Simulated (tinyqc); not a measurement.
Threshold switch as oscillator and as selector in a crossbar: two steps of the calculation.

Off state: I = Ith sinh(V/V0)/sinh(Vth/V0) up to Vth. On state: V = Vh + I Ron down to the holding current Ih, at Vl = Vh + Ih Ron. Switching is instantaneous.

Parameters, values chosen for the exercise; values of the order of Ge-Sb-Te and related chalcogenides:

| symbol | value | unit | meaning |
|---|---|---|---|
| Vth | 2.2 | V | threshold voltage |
| Vh | 0.75 | V | holding voltage |
| Ron | 2 | kohm | on-state resistance |
| Ith | 0.13 | uA | current at threshold |
| V0 | 0.28 | V | voltage scale of the off-state sinh |
| Ih | 37 | uA | holding current |
| C | 54 | fF | capacitance across the switch |
| N | 512 |  | rows and columns of the array |
| Vs | 2.8 | V | supply voltage |
| RL | 160 | kohm | load resistance |

Task 1. Relaxation oscillation. With a load RL from Vs and C across the switch, it oscillates if the load line misses both branches: (Vs - Vl)/Ih < RL < (Vs - Vth)/Ith. Charging without leakage takes RL C ln[(Vs - Vl)/(Vs - Vth)]; discharging takes (RL || Ron) C ln[(Vth - Ve)/(Vl - Ve)], Ve = (Vs Ron + Vh RL)/(Ron + RL).

Give: Vl; smallest RL; largest RL; charging time; Ve; discharging time; frequency.

Result 1.

Vl = 0.8240 V
smallest RL = 53.41 kohm
largest RL = 4615 kohm
charging time = 10.30 ns
Ve = 0.7753 V
discharging time = 0.3601 ns
frequency = 93.82 MHz

With the off-state leakage included the charging takes 10.38 ns, 0.79 % above this value.

Task 2. Leakage in a crossbar. In an N x N array driven at Vs, the V/2 scheme puts Vs/2 on 2 (N - 1) cells; the V/3 scheme puts Vs/3 on all N^2 - 1 others, N - 1 of them on the selected row. Row leakage is (N - 1) I; wasted power is the number of cells times V I.

Wanted: I at Vs/2; row leakage, V/2; wasted power, V/2; I at Vs/3; row leakage, V/3; wasted power, V/3.

Result 2.

I at Vs/2 = 7.466 nA
row leakage, V/2 = 3.815 uA
wasted power, V/2 = 10.68 uW
I at Vs/3 = 1.408 nA
row leakage, V/3 = 0.7197 uA
wasted power, V/3 = 344.6 uW

The V/3 scheme cuts the row leakage by 5.30 and raises the wasted power by a factor of 32.3.

Range of the model: Delay times, drift of Vth and line resistance are left out.

tinyqc, about 0.01 s, one thread, Intel Xeon 2.30GHz (shared host): `OMP_NUM_THREADS=1 python tinyqc.py 2490028 2490029 out.jsonl`
